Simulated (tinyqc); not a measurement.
Smearing for a one-band metal on the bcc lattice: one step. Occupations and energies.

With x = (E_k - mu)/sigma: Gaussian f = erfc(x)/2, s = exp(-x^2)/(2 sqrt(pi)). With weights w = points/N^d (d the dimension), mu solves 2 sum w f = ne; E = 2 sum w f E_k, S = 2 sum w s, F = E - sigma S.

Inputs chosen for the exercise: ne = 0.65 (electrons per cell); sigma = 0.117 eV (width).

Distinct levels:

| E_k (eV) | points |
|---|---|
| -3.240000 | 1 |
| -2.106788 | 12 |
| -1.011772 | 6 |
| -0.623394 | 24 |
| -0.273212 | 12 |
| 0.005016 | 8 |
| 0.293394 | 24 |
| 0.760000 | 24 |
| 1.614984 | 8 |
| 2.431772 | 6 |

Problem. Converge mu, then list x, f and s of each level and form the sums.

Give: mu; x, f and s of each level; E; S; F; (E + F)/2.

Solution.

mu = -0.5173 eV

x, f and s of each level:

| E_k (eV) | x | f | s |
|---|---|---|---|
| -3.2400 | -23.27 | 1.0000 | 0.0000 |
| -2.1068 | -13.59 | 1.0000 | 0.0000 |
| -1.0118 | -4.23 | 1.0000 | 0.0000 |
| -0.6234 | -0.91 | 0.9002 | 0.1239 |
| -0.2732 | 2.09 | 0.0016 | 0.0036 |
| 0.0050 | 4.46 | 0.0000 | 0.0000 |
| 0.2934 | 6.93 | 0.0000 | 0.0000 |
| 0.7600 | 10.92 | 0.0000 | 0.0000 |
| 1.6150 | 18.22 | 0.0000 | 0.0000 |
| 2.4318 | 25.21 | 0.0000 | 0.0000 |

E = -0.7691 eV
S = 0.0483
F = -0.7747 eV
(E + F)/2 = -0.7719 eV

Levels with f between 0.001 and 0.999: 2. (E + F)/2 removes the term in sigma^2 for this scheme. That argument needs a smooth density of states, and the number of distinct levels within 2 sigma of mu is only 1, so it may fail on this mesh.

Computed by tinyqc, a small Python program: `OMP_NUM_THREADS=1 python tinyqc.py 1652765 1652766 out.jsonl` (the numbers bound the seed that draws the inputs); one thread of a shared host (Intel(R) Xeon(R) Processor @ 2.30GHz), about 0.2 s for the whole set of steps.
